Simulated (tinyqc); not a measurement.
# Thickness from the transmission

Problem. A dielectric of barrier phi1 and mass m1 carries the voltage V, so U = phi1 - V x/t1. At E = 0 the WKB exponent is S = (4 t1/(3 V)) sqrt(m1/C) [phi1^1.5 - max(phi1 - V, 0)^1.5], C = hbar^2/(2 m0), and T = exp(-S). Find S, t1 and the field.

Values chosen for this exercise: barrier of layer 1 above the emitter Fermi level at zero bias phi1 = 2.06 eV; tunnelling mass of layer 1 m1 = 0.49 m0; voltage across the dielectric V = 1.3 V.

Constants: q = 1.602176634e-19 C, hbar = 1.054571817e-34 J s, m0 = 9.1093837015e-31 kg, hbar^2/(2 m0) = 0.0380998212 eV nm^2. Results are converted to the units shown.

T at E = 0 = 1.8758873e-12

Answer. At fixed V the exponent is proportional to t1.

S = 27.00
t1 = 3.200 nm
field = 4.062 MV/cm

tinyqc, about 0.03 s, one thread, Intel Xeon 2.30GHz (shared host): `OMP_NUM_THREADS=1 python tinyqc.py 2540167 2540168 out.jsonl`
